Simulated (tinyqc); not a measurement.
Minority-electron transport through the base of a bipolar transistor (Moll-Ross and Kroemer integrals). From collector current density J_C back to base-emitter voltage V_BE. Computed by tinyqc, a small Python program. Command: `OMP_NUM_THREADS=1 python tinyqc.py 3015696 3015697 out.jsonl base inv`. One thread of a shared host (Intel(R) Xeon(R) Processor @ 2.30GHz), about 0.01 s of CPU time with the checks.

Low injection, one dimension, x from the emitter edge (0) to the collector edge (W), s = x/W. Recombination is treated as a small correction (valid for tau_B well below tau_n), computed from the stored charge.

Inputs (values chosen for the exercise, modelled on silicon):
```
quantity,value,unit
intrinsic density n_i at the emitter edge,1.1e+10,1/cm^3
base doping at the emitter edge N_0,3e+18,1/cm^3
base width W,110,nm
mu_min,190,cm^2/(V s)
mu_max,1320,cm^2/(V s)
N_ref,1.3e+17,1/cm^3
temperature T,300,K
doping ratio N_0/N(W),15,-
gap narrowing across the base dE_g,26,meV
```

Base doping profile: exponential. Gap grading: linear. Exit of the base: infinite sink.

Constants: k_B = 8.617333262e-05 eV/K; e = 1.602176634e-19 C.

Method. N(x) = N_0 (ratio)^(-s); n_i(x)^2 = n_i^2 exp(s dE_g/k_B T); D(x) = (k_B T/e) mu, mu = mu_min + (mu_max - mu_min)/(1 + (N/N_ref)^0.7). With y(x) = N n_i^2/(D n_i(x)^2): base Gummel number G_B = int_0^W y dx; J_C = e n_i^2 exp(e V_BE/k_B T)/G_B; n(x) = (J_C/e)(n_i(x)^2/(N n_i^2)) [int_x^W y dx]; transit time tau_B = (e/J_C) int n dx; trapezoid rule on 401 even points.

Task: A run gave the result below. Find the base-emitter voltage V_BE, known to lie between 0.7 and 1.4 V.

collector current density J_C = 142.9173 A/cm^2

Result:

Each step takes the trial c = (a f_b - b f_a)/(f_b - f_a), f being the result less the target and a, b, c the logarithms of the listed values; c replaces end b, the old b replaces a if the sign of f changed, and otherwise f_a is halved.

Scan of the range:
```
base-emitter voltage V_BE (V),collector current density J_C (A/cm^2)
0.700,1.18821e+01
0.786,3.30848e+02
0.882,1.35631e+04
0.990,8.84459e+05
1.110,9.17464e+07
1.250,2.06294e+10
1.400,6.82928e+12
```

False position (Illinois rule, in the logarithm of the input) inside the bracket:
```
step,end a,end b,trial,collector current density J_C (A/cm^2)
1,0.700000,0.786000,0.734128,44.486
2,0.786000,0.734128,0.751560,87.310
3,0.786000,0.751560,0.764184,142.278
4,0.786000,0.764184,0.764473,143.876
5,0.764184,0.764473,0.764300,142.915
6,0.764473,0.764300,0.764300,142.917
7,0.764473,0.764300,0.764300,142.917
8,0.764300,0.764300,0.764300,142.917
```

Collector current density J_C rises at every point of a 13-point scan of the range (every second point is shown), so one value fits; it is bracketed by 0.700 and 0.786. Answer: base-emitter voltage V_BE = 0.7643 V.
